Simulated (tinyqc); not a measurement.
# A square-lattice strip 3 sites wide in a magnetic flux, recursive Green functions, step by step

Numbers from tinyqc (`OMP_NUM_THREADS=1 python tinyqc.py 2660024 2660025 out.jsonl`; about 0.01 s on one thread of a shared Intel Xeon 2.30GHz). Printed values are rounded.

The device has N = 3 slices of 3 site(s), nearest-neighbour hopping -t, and site energies U; the leads are semi-infinite continuations with site energy 0 and no flux. The hopping from slice i to i + 1 inside the device carries the phase exp(2 pi i f j) on row j = 1, 2, ...: V = <i+1|H|i> = -t diag(exp(2 pi i f j)).

Inputs (values chosen for the exercise): hopping (matrix element -t) t = 1 eV; site energies, slice by slice (3 a slice) U = [0.22, -0.28, 0.32, -0.53, -0.42, 0.16, -0.2, 0.73, -0.29] eV; energy E = 0.82 eV; magnetic flux through each plaquette inside the device f = 0.45 h/q.

## Self-energy of the leads

Transverse modes n = 1..3: chi_n(j) = sqrt(2/4) sin(pi n j/4), energy e_n = -2 t cos(pi n/4). Sigma = t^2 sum_n chi_n chi_n^T g(E - e_n), g(x) = (x - i sqrt(4 t^2 - x^2))/(2 t^2) for |x| < 2 t and (x - sign(x) sqrt(x^2 - 4 t^2))/(2 t^2) otherwise; Gamma = i (Sigma - Sigma^dagger); both leads give the same.

Sigma (eV):
```
                       1                     2                      3
1   0.2855192-0.6947538i  0.3239575+0.3375884i  -0.1244808+0.2173317i
2   0.3239575+0.3375884i  0.1610384-0.4774221i   0.3239575+0.3375884i
3  -0.1244808+0.2173317i  0.3239575+0.3375884i   0.2855192-0.6947538i
```

Gamma (eV):
```
           1          2          3
1   1.389508  -0.675177  -0.434663
2  -0.675177   0.954844  -0.675177
3  -0.434663  -0.675177   1.389508
```

open modes = 2

## Hopping between slices

V = -t diag(exp(2 pi i f j)), j = 1, 2, ...

V (eV):
```
                      1                      2                     3
1  0.9510565-0.3090170i   0.0000000+0.0000000i  0.0000000+0.0000000i
2  0.0000000+0.0000000i  -0.8090170+0.5877853i  0.0000000+0.0000000i
3  0.0000000+0.0000000i   0.0000000+0.0000000i  0.5877853-0.8090170i
```

## Slice 1

Forward pass: g_1 = (E - H_1 - Sigma)^(-1), g_i = (E - H_i - V g_(i-1) V^dagger)^(-1), with Sigma also subtracted on the last slice; G_(i,1) = g_i V G_(i-1,1), starting from g_1. H_i is the block of slice i: its site energies on the diagonal and -t between neighbouring rows.

g_1 (1/eV):
```
                       1                     2                      3
1   0.1563605-0.8427737i  0.3113729+0.3338193i  -0.0406168+0.2170348i
2   0.3113729+0.3338193i  0.1960244-0.3204660i   0.3509557+0.3035865i
3  -0.0406168+0.2170348i  0.3509557+0.3035865i   0.0896569-0.8620457i
```

## Slice 2

As before.

g_2 (1/eV):
```
                       1                      2                      3
1   0.0965113-0.3862882i   0.3769076+0.1625539i  -0.4135970+0.1435843i
2   0.4904216+0.0362617i  -0.3876381-0.1890432i   0.5402587-0.0153838i
3  -0.4513307+0.4059904i   0.6261780-0.1919236i  -0.0320307-0.2046470i
```

G_(2,1) (1/eV):
```
                       1                      2                      3
1  -0.5795998-0.1890834i  -0.0973991+0.1216127i   0.2692665+0.0671646i
2   0.2177093-0.2180373i   0.4895634-0.0917441i  -0.1794143-0.0919508i
3   0.1261158+0.3335150i  -0.2155847+0.2019233i  -0.4966940+0.1273310i
```

## Slice 3

As before.

g_3 (1/eV):
```
                      1                      2                      3
1  0.0616242-0.4849328i   0.1894086+0.1813309i  -0.0874782+0.1941282i
2  0.3764553+0.1369277i  -0.1279322-0.3681634i   0.2213268+0.2062529i
3  0.0621064+0.2550860i   0.3939741+0.1270149i   0.1258466-0.3793880i
```

G_(3,1) (1/eV):
```
                       1                      2                      3
1  -0.1505340+0.4030974i  -0.1232560+0.0236738i  -0.0249595-0.1835820i
2  -0.0544834-0.0132819i   0.0840130+0.1994159i  -0.0701885+0.0278007i
3  -0.0162883-0.1604030i  -0.1055614+0.1171479i   0.2616175+0.2141478i
```

## Transmission and its channels

T(E) = Tr[Gamma G_(N,1) Gamma G_(N,1)^dagger]. The non-zero eigenvalues T_n of the matrix under the trace are the channel transmissions; Fano factor sum T_n (1 - T_n)/sum T_n.

T(E) = 1.176248
T_n: 0.9342410  0.2420074
Fano factor = 0.2081827

With 2 open mode(s) in the leads T(E) cannot exceed 2. Inverting the whole matrix gives the same value.
